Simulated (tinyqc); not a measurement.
Inside a calculation. Model: front-illuminated p-i-n photodiode, quantum efficiency and bandwidth.

Numbers from tinyqc (`OMP_NUM_THREADS=1 python tinyqc.py 2250039 2250040 out.jsonl`; about 0.01 s on one thread of a shared Intel Xeon 2.30GHz). Printed values are rounded.

Light enters through a p layer (0 to xp), a depleted layer (xp to xp + wi) and a thick n substrate, decaying as exp(-al x); one pass, no back reflection. Carriers made in the depleted layer are all collected; those in the neutral layers diffuse.

Values chosen for this exercise; values close to those of 4H silicon carbide at this wavelength:
- lam = 280 nm (wavelength)
- al = 15200 1/cm (absorption coefficient)
- Rf = 0.1 (reflectance of the front face)
- eps_r = 9.67 (relative permittivity)
- xp = 0.3 um (thickness of the front p layer)
- wi = 0.27 um (thickness of the depleted layer)
- Dn = 4.7 cm^2/s (electron diffusion coefficient in the p layer)
- Ln = 4.7 um (electron diffusion length in the p layer)
- S = 6000 cm/s (recombination velocity of the front surface)
- Lp = 2.6 um (hole diffusion length in the thick n substrate)
- ve = 2.04e7 cm/s (electron drift velocity)
- vh = 1.35e7 cm/s (hole drift velocity)
- dia = 91 um (diameter)
- RL = 50 ohm (load resistance)
- Cp = 30 fF (parasitic capacitance)
- f = 390 GHz (modulation frequency)

Constants: q = 1.602176634e-19 C, h = 6.62607015e-34 J s, c = 299792458 m/s, eps0 = 8.8541878128e-14 F/cm where lengths are in cm. Results are converted to the units shown.

## Quantum efficiency

k = al Ln, s = S Ln/Dn, e = exp(-al xp); front layer f1 = (k/(k^2 - 1)) {[s + k - e (s cosh(xp/Ln) + sinh(xp/Ln))]/[s sinh(xp/Ln) + cosh(xp/Ln)] - k e}; depleted layer f2 = e (1 - exp(-al wi)); substrate f3 = e exp(-al wi) al Lp/(1 + al Lp); external efficiency (1 - Rf)(f1 + f2 + f3); responsivity = efficiency q lam/(h c).

s = 0.6
f1 = 0.358424
f2 = 0.213351
f3 = 0.335555
external efficiency = 0.816597
responsivity = 0.184416 A/W

The front layer absorbs 36.6 % of the light that enters and collects 97.9 % of that. Diffusion from the neutral layers makes up 76.5 % of the current.

## Response at one frequency

Drift response for pairs made in the depleted layer, a = al wi, g = 1 - exp(-a), u = 2 pi i f, te = wi/ve, th = wi/vh: electrons He = [g - a (exp(-a) - exp(-u te))/(u te - a)]/(u te g), holes Hh = [g - a (1 - exp(-a - u th))/(a + u th)]/(u th g); C = eps0 eps_r pi (dia/2)^2/wi + Cp; total |He + Hh|/sqrt(1 + (2 pi f RL C)^2), for the current of the depleted layer alone.

te = 1.32353 ps
th = 2 ps
He = 0.187709-0.343848i
Hh = 0.046892-0.233195i
|He + Hh| = 0.622910
C = 2092.45 fF
total response = 0.00242969

The drift response alone falls to 1/sqrt(2) at 332 GHz and the RC term alone at 1.52 GHz; together they give 1.52 GHz.
